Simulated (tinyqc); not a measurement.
Hopping conduction between localised states: one step, computed by the program tinyqc.

Energies are counted from the Fermi level. A small network shows the mechanism; the laws of an infinite system follow.

Problem. Pair exponents. Miller-Abrahams exponent s_ij = 2 r_ij/xi + (|E_i| + |E_j| + |E_i - E_j|)/(2 k_B T); G_ij = G_0 exp(-s_ij). The diagonal is set to 0 and not used.

Inputs (values chosen for the exercise, for a model amorphous semiconductor): localisation length xi = 0.83 nm; temperature T = 50 K.

Dimension: 3D.

sites of the small network (nm, nm, meV), columns x, y, energy:
```
[[0, 1.05, 0.28],
 [1.07, 2.43, -5.67],
 [2.97, 2.53, 2.47],
 [4.14, 1.7, -9.1],
 [5.64, 0.43, 0.09],
 [7.29, 1.37, -4.53],
 [8.8, 0.62, 0.91]]
```

Constants: k_B = 8.617333262e-05 eV/K.

Give: s_ij.

Solution.

s_ij:
```
[[0.00, 5.59, 8.57, 12.28, 13.74, 18.70, 21.44],
 [5.59, 0.00, 6.47, 9.72, 13.36, 16.52, 20.66],
 [8.57, 6.47, 0.00, 6.14, 8.76, 12.40, 15.36],
 [12.28, 9.72, 6.14, 0.00, 6.87, 9.74, 13.85],
 [13.74, 13.36, 8.76, 6.87, 0.00, 5.65, 7.84],
 [18.70, 16.52, 12.40, 9.74, 5.65, 0.00, 5.33],
 [21.44, 20.66, 15.36, 13.85, 7.84, 5.33, 0.00]]
```
